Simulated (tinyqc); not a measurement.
Worked calculation: Pariser-Parr-Pople SCF with singles CI, for the molecule C1=CC=CN=CC=C1 (SMILES; centres numbered as the heavy atoms are written). One step of it, computed by the program tinyqc.

Question. Singles CI, singlets. Over the 4 single excitations with the smallest orbital gaps: A = (e_a - e_i) delta + 2 (ia|jb) - (ij|ab), with (pq|rs) = sum c_mp c_mq gamma_mn c_nr c_ns. f = 2/3 w |mu|^2 in atomic units, mu = sqrt2 sum c_ia sum_m c_mi c_ma R_m.

orbital energies (eV): -13.750155  -12.073840  -11.542774  -8.001114  -3.678252  -0.024223  0.272710  1.947331

coefficients:
```
         MO1        MO2        MO3        MO4        MO5        MO6        MO7        MO8
1C  0.250190   0.530250   0.054074  -0.436060  -0.255456   0.486827   0.140493   0.375728
2C  0.249494   0.422300   0.365178  -0.293002   0.402972  -0.430864   0.191815  -0.394192
3C  0.278025   0.097436   0.509645   0.440034   0.255399   0.040687  -0.472259   0.412222
4C  0.359055  -0.199343   0.386660   0.365321  -0.351613   0.305491   0.428447  -0.384516
5N  0.525451  -0.476165   0.029531  -0.366292  -0.291589  -0.441112  -0.046598   0.283463
6C  0.437060  -0.262876  -0.297594  -0.199792   0.470719   0.474129  -0.272111  -0.301624
7C  0.340024   0.143481  -0.486446   0.407723   0.283231  -0.155698   0.503947   0.320164
8C  0.293603   0.418143  -0.358347   0.237881  -0.443480  -0.196866  -0.454637  -0.334406
```

repulsion gamma_rs (eV), lower triangle:
```
           1C         2C         3C         4C         5N         6C         7C         8C
1C  11.130000
2C   5.346145  11.130000
3C   3.710899   5.346145  11.130000
4C   3.081502   3.711470   5.346145  11.130000
5N   2.946422   3.124703   3.773730   5.477529  12.300000
6C   3.081502   2.908476   3.081502   3.711470   5.477529  11.130000
7C   3.710899   3.081502   2.907980   3.081502   3.773730   5.346145  11.130000
8C   5.346145   3.711470   3.081502   2.908476   3.124703   3.711470   5.346145  11.130000
```

Centres (angstrom, eV; a flat drawing with bonds scaled to 1.40 angstrom):
```
centre          x          y  core charge z          W   gamma_rr
1C       1.829000   0.000000              1  11.160000  11.130000
2C       1.293000   1.293000              1  11.160000  11.130000
3C       0.000000   1.829000              1  11.160000  11.130000
4C      -1.293000   1.293000              1  11.160000  11.130000
5N      -1.829000   0.000000              1  14.100000  12.300000
6C      -1.293000  -1.293000              1  11.160000  11.130000
7C       0.000000  -1.829000              1  11.160000  11.130000
8C       1.293000  -1.293000              1  11.160000  11.130000
```

Give: singlet CI matrix; singlet excitation energies; oscillator strengths.

Answer.

singlet CI matrix (eV), lower triangle:
```
         4>5      3>5     4>6     4>7
4>5   0.5903
3>5   0.0161   5.0698
4>6  -0.0698   0.0527  5.1511
4>7   0.0329  -0.8229  0.0426  5.4412
```

singlet excitation energies (eV): 0.5889  4.4061  5.1582  6.0992

oscillator strengths: 0.0003  0.0457  0.6774  1.5494
